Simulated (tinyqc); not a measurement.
## Slope factor and drain-induced lowering from three currents

Inverse problem. With source and body at 0 V, I = A exp((Vg + dd Vd)/(nf Vt)) (1 - exp(-Vd/Vt)). Find nf, the swing nf Vt ln 10 and dd.

Inputs (values chosen for the exercise):
- T = 358 K (temperature)

Constants: q = 1.602176634e-19 C, kB = 1.380649e-23 J/K, Vt = kB T/q. Results are converted to the units shown.

currents at (Vg, Vd) = (0, 0.05), (0, 1.1) and (0.07, 1.1) V (nA/um): 0.0060258485  0.82135935  5.8082207

Solution. The pair at equal Vd gives nf; the pair at equal Vg, after dividing out the factors 1 - exp(-Vd/Vt), gives dd.

nf = 1.160
swing = 82.40 mV/decade
dd = 0.1600

tinyqc, about 0.03 s, one thread, Intel Xeon 2.30GHz (shared host): `OMP_NUM_THREADS=1 python tinyqc.py 2242190 2242191 out.jsonl`
